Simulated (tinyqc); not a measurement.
Landau-Devonshire theory of a uniaxial ferroelectric: one step, computed by the program tinyqc.

G(P) = (alpha/2) P^2 + (beta*/4) P^4 + (gamma/6) P^6 - E P per volume, SI units, one domain, P along the polar axis, which is normal to the film.

Question. Temperatures of the first-order transition. T_C = T0* + 3 beta*^2/(16 alpha_0 gamma); the polar phase survives up to T1 = T0* + beta*^2/(4 alpha_0 gamma); at T_C Ps^2 = -3 beta*/(4 gamma); latent heat = (1/2) alpha_0 T_C Ps^2.

Inputs (values chosen for the exercise, for a model ferroelectric):

| quantity | value | unit |
|---|---|---|
| alpha_0 | 1.5e+06 | J m/(C^2 K) |
| Curie-Weiss temperature T0 | 790 | K |
| gamma | 4.57e+10 | J m^9/C^6 |
| temperature T | 719 | K |

Sample: epitaxial film.

T0* = 905.5556 K

beta* = -4.393333e+09 J m^5/C^4

Give: transition temperature T_C; superheating limit T1; jump of Ps; latent heat.

Answer.

transition temperature T_C = 958.3 K

superheating limit T1 = 975.9 K

jump of Ps = 26.85 microcoulomb/cm^2

latent heat = 51.82 MJ/m^3

Thermal hysteresis can span at most T1 - T0* = 70.4 K.
